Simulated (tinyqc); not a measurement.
Inside a calculation: square lattice in a magnetic field (Harper-Hofstadter model). Values are carried at full precision from step to step, so a last printed digit may differ when a step is redone from the rounded ones.

Constants: h/e = 413566.7697 T angstrom^2.

Values chosen for the exercise:

| symbol | value | unit | meaning |
|---|---|---|---|
| p | 1 |  | flux per plaquette p/q, in units of h/e |
| q | 3 |  |  |
| a | 1000 | angstrom | period |
| tx | 0.8 | meV | hopping along x |
| ty | 1.3 | meV | hopping along y |
| k | (0.591, 0.776) |  | kx, ky |

## The field behind the flux

B = (p/q)(h/e)/a^2, and the field for one flux quantum a cell.

B = 0.1379 T
field for one quantum = 0.4136 T

## The Harper matrix

Landau gauge, lattice period 1: the magnetic cell has q sites j = 0 to q - 1 along x. H_jj = -2 ty cos(ky + 2 pi p j/q), H_(j,j+1) = -tx, and the bond from q - 1 back to 0 is H_(q-1,0) = -tx exp(i q kx). The levels depend on k only through cos(q kx) and cos(q ky), so the band edges lie at (0, 0) and (pi/q, pi/q).

Fill it in at the given k.

H(k) (meV):
```
                0        1               2
0         -1.8557  -0.8000  0.1607+0.7837i
1         -0.8000   2.5050         -0.8000
2  0.1607-0.7837i  -0.8000         -0.6493
```

## Levels at that k

Diagonalise; the trace is a check.

levels (meV): -2.3731  -0.4767  2.8498

trace = 0.0000 meV

## Band edges

Diagonalise at (0, 0) and (pi/q, pi/q).

Bands (meV):

| band | bottom | top | width | gap above |
|---|---|---|---|---|
| 1 | -2.9690 | -2.1000 | 0.8690 | 1.2310 |
| 2 | -0.8690 | 0.8690 | 1.7380 | 1.2310 |
| 3 | 2.1000 | 2.9690 | 0.8690 | - |

The bands cover 3.476 meV of the zero-field width 4 (tx + ty) = 8.4 meV.

## Hall conductance of the gaps

Gap r (r bands filled) has sigma_xy = t_r e^2/h in size and relative sign, where r = q s_r + p t_r with integers and |t_r| <= q/2; the Chern number of band r is t_r - t_(r-1), with t_0 = t_q = 0.

Integers:

| r | t_r | s_r | Chern number of band r |
|---|---|---|---|
| 1 | 1 | 0 | 1 |
| 2 | -1 | 1 | -2 |
| 3 | 0 | 1 | 1 |

The first gap carries t = 1; a single Landau level would carry 1.

## Checks

- Size of the Chern number of band 1 from plaquette phases against the integer equation: both 1.00.

Run: tinyqc, `OMP_NUM_THREADS=1 python tinyqc.py 1282633 1282634 out.jsonl`; Intel(R) Xeon(R) Processor @ 2.30GHz, one thread, shared host; about 0.04 s of CPU time with all checks.
